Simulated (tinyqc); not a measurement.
Inside a calculation. Method: Luttinger-Kohn k.p, four valence bands. One step of it, computed by the program tinyqc.

Problem. Hole masses. E = c [g1 k^2 -/+ 2 sqrt(g2^2 k^4 + 3 (g3^2 - g2^2)(kx^2 ky^2 + ky^2 kz^2 + kz^2 kx^2))] with c = hbar^2/2m, and m* = hbar^2 k^2 / (2 E).

Luttinger parameters chosen for this model; energies are counted downward from the top of the valence band:
```
parameter,value,unit
g1,7.960000,
g2,2.500000,
g3,3.260000,
```

Give: Masses.

Solution.

Masses (electron masses):
```
direction,heavy,light
[100],0.3378,0.0772
[110],0.5603,0.0707
[111],0.6944,0.0691
```
